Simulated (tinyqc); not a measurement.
## Gap difference from the gain at two temperatures

Inverse problem. When back injection limits the gain, beta = b exp(-dE/(kB T)) with dE the gap reduction of the emitter less that of the base and b constant. Find dE and beta at 300 K.

Constants: q = 1.602176634e-19 C, kB = 1.380649e-23 J/K. Results are converted to the units shown.

T (K): [273, 425]
beta: [127.07809, 849.91156]

Solution. ln beta is a straight line in 1/T with slope -dE/kB.

dE = 0.1250 eV
beta at 300 K = 205.0

tinyqc, about 0.01 s, one thread, Intel Xeon 2.30GHz (shared host): `OMP_NUM_THREADS=1 python tinyqc.py 2320049 2320050 out.jsonl`
